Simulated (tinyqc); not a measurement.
From depth z back to etch time t: anisotropic wet etching of Si(100): plane rates, V-grooves, membranes and undercut. Computed by tinyqc, a small Python program. Command: `OMP_NUM_THREADS=1 python tinyqc.py 3013661 3013662 out.jsonl wetetch inv`. One thread of a shared host (Intel(R) Xeon(R) Processor @ 2.30GHz), about 0.02 s of CPU time with the checks.

A long slot opens the mask on a (100) wafer. The floor etches at R100; (111) walls stand at theta = arctan(sqrt2) = 54.7356 degrees to the surface and recede at R111 along their normal.

Inputs (values chosen for the exercise, close to those used for tetramethylammonium hydroxide solutions):

| quantity | value | unit |
|---|---|---|
| prefactor k0 of the (100) rate | 6.4e+08 | um/min |
| activation energy of (100), E | 0.617 | eV |
| ratio (100)/(111) at 80 C | 39 | - |
| extra energy of (111), dE | 0.11 | eV |
| ratio (100)/oxide at 80 C | 2800 | - |
| extra energy of the oxide, dE_ox | 0.26 | eV |
| bath temperature T | 65 | C |
| width w (mask opening along <110>, or membrane width in the design step) | 3.1 | um |
| misalignment of the mask | 1 | degrees |

Constants: k_B = 8.617333262e-05 eV/K.

Method:
- R100 = k0 exp(-E/(k_B T)); a ratio given at 80 C scales as exp[(extra energy/k_B)(1/T - 1/353.15 K)]; R111 and R_ox follow by division.
- Temperatures in kelvin are T(C) + 273.15.
- A misaligned edge exposes ledges and adds R100 sin(misalignment) to the lateral rate (a simple estimate): u = R111/sin(theta) + R100 sin(misalignment). Top width W = w + 2 u t; floor width b = W - 2 z/tan(theta) = W - sqrt2 z. The floor lasts until b = 0, at t_V = w/(sqrt2 R100 - 2u); depth z = R100 t before t_V and W/sqrt2 after.

Question. A run gave the result below. Find the etch time t, known to lie between 8.1 and 13 min.

depth z = 2.480345 um

Answer.

Each step takes the trial c = (a f_b - b f_a)/(f_b - f_a), f being the result less the target and a, b, c the logarithms of the listed values; c replaces end b, the old b replaces a if the sign of f changed, and otherwise f_a is halved.

Scan of the range:

| etch time t (min) | depth z (um) |
|---|---|
| 8.10 | 2.39852 |
| 8.76 | 2.41534 |
| 9.48 | 2.43370 |
| 10.30 | 2.45460 |
| 11.10 | 2.47499 |
| 12.00 | 2.49793 |
| 13.00 | 2.52343 |

False position (Illinois rule, in the logarithm of the input) inside the bracket:

| step | end a | end b | trial | depth z (um) |
|---|---|---|---|---|
| 1 | 11.1000 | 12.0000 | 11.3038 | 2.48019 |
| 2 | 12.0000 | 11.3038 | 11.3098 | 2.48034 |
| 3 | 12.0000 | 11.3098 | 11.3102 | 2.48035 |
| 4 | 11.3098 | 11.3102 | 11.3100 | 2.48034 |

Depth z rises at every point of a 13-point scan of the range (every second point is shown), so one value fits; it is bracketed by 11.1 and 12.0. The scan shows a straight line, so linear interpolation between any two rows gives the answer at once. Answer: etch time t = 11.31 min.
